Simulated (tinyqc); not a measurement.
Inside a calculation: Fermi-Dirac statistics of conduction electrons. Values are carried at full precision from step to step, so a last printed digit may differ when a step is redone from the rounded ones.

Constants: hbar^2/2m0 = 3.80998211 eV angstrom^2; kB = 8.617333262e-05 eV/K; e^2/(4 pi eps0) = 14.39964547 eV angstrom.

Parameters, chosen for this exercise (near those of GaN, lowest valleys alone; the results hold for these values, not for the real material): m = 0.199 m0 (density-of-states mass of the conduction band); T = 77 K; n = 4.1e+18 1/cm^3 (electron density); eps = 9.44 (static dielectric constant); alpha = 0.18 1/eV (non-parabolicity); mh = 1.41 m0 (heavy-hole mass); Eg = 3.5 eV (gap).

## Reduced density

N = 2 (m kB T/(4 pi c))^(3/2) with c = hbar^2/2m0, in 1/angstrom^3; times 1e24 for 1/cm^3; u = n/Nc.

kT = 0.006635 eV
Nc = 2.8967e+17 1/cm^3
u = n/Nc = 14.15396

## Reduced Fermi level by five rules

F_j(eta) = (1/Gamma(j + 1)) integral_0^infinity x^j dx/(1 + exp(x - eta)), which tends to exp(eta) for eta << 0.

With u = n/Nc: Boltzmann eta = ln u; Joyce-Dixon eta = ln u + u/sqrt(8) - 4.95009e-3 u^2 + 1.48386e-4 u^3 - 4.42563e-6 u^4; Nilsson eta = ln u/(1 - u^2) + v/(1 + (0.24 + 1.08 v)^-2) with v = (3 sqrt(pi) u/4)^(2/3); fully degenerate limit eta = v; exact: F_1/2(eta) = u.

Find eta = (EF - Ec)/kT by each rule.

eta: Boltzmann 2.650, Joyce-Dixon 6.906, Nilsson 6.949, degenerate 7.074, exact 6.954

Against the exact value the errors are Boltzmann -4.304, Joyce-Dixon -0.048, Nilsson -0.005, degenerate limit +0.120 (in kT).

## Exact eta by Newton steps

Solve ln F_1/2(eta) = ln u from the Boltzmann value; dF_1/2/d eta = F_-1/2, so the step is -ln(F_1/2/u) F_1/2/F_-1/2. Stop below 1e-9.

Newton steps:

| step | eta | F_1/2 | F_-1/2 | step taken |
|---|---|---|---|---|
| 1 | 2.649995 | 3.86126 | 1.72404 | 2.91 |
| 2 | 5.559321 | 10.2685 | 2.61856 | 1.26 |
| 3 | 6.817750 | 13.7552 | 2.91679 | 0.135 |
| 4 | 6.952507 | 14.1503 | 2.94675 | 0.00124 |
| 5 | 6.953745 | 14.1540 | 2.94703 | 1.02e-07 |
| 6 | 6.953745 | 14.1540 | 2.94703 | 5.33e-16 |

Converged in 6 steps.

## Mean energy, Einstein relation and screening

eta = 6.95374

Mean kinetic energy <E> = (3/2) kT F_3/2/F_1/2; D/mu = (kT/e) F_1/2/F_-1/2; dn/dEF = (Nc/kT) F_-1/2; screening length L = (4 pi (e^2/(4 pi eps0)) (dn/dEF)/eps)^(-1/2), with dn/dEF in 1/(angstrom^3 eV) (1/cm^3 = 1e-24/angstrom^3).

F_-1/2, F_1/2, F_3/2: 2.947  14.15  43.23

<E> = 30.40 meV
D/mu = 31.87 mV
dn/dEF = 1.287e+20 1/(cm^3 eV)
L = 20.14 angstrom

The gas is degenerate. D/mu is 4.803 times kT/e and <E> is 3.054 times (3/2) kT; the Debye formula, with n/kT in place of dn/dEF, would give L = 9.189 angstrom.

## Fermi level in the non-parabolic band

Non-parabolic band E (1 + alpha E) = c k^2/m: n = Nc (2/sqrt(pi)) integral_0^infinity sqrt(x (1 + a x)) (1 + 2 a x) dx/(1 + exp(x - eta)) with a = alpha kT and eta = (EF - Ec)/kT; a = 0 gives n = Nc F_1/2(eta).

Solve for eta at the same n.

a = 0.00119
eta = 6.889
EF - Ec = 45.71 meV

The extra states lower EF by 0.43 meV against the parabolic band.

## Burstein-Moss edge

Vertical transitions from the heavy-hole band reach half-empty states at the k where the conduction energy equals EF: k^2 = E (1 + alpha E) m/c with E = EF - Ec and c = hbar^2/2m0; edge = Eg + E + c k^2/mh. Gap narrowing by many-body effects is left out.

k = 0.04906 1/angstrom
hole energy = 0.0065 eV
edge = 3.5522 eV

The edge moves up by 52.2 meV, of which the valence band supplies 12 %.

## Checks

- Non-parabolic integral at a = 0 against F_1/2(2): both 2.823721.
- F_1/2(40) against the Sommerfeld form (4/(3 sqrt(pi))) eta^(3/2) (1 + pi^2/(8 eta^2)): both 190.45.

(tinyqc, `OMP_NUM_THREADS=1 python tinyqc.py 1680599 1680600 out.jsonl`, Intel(R) Xeon(R) Processor @ 2.30GHz, 1 thread, shared host, about 0.01 s.)
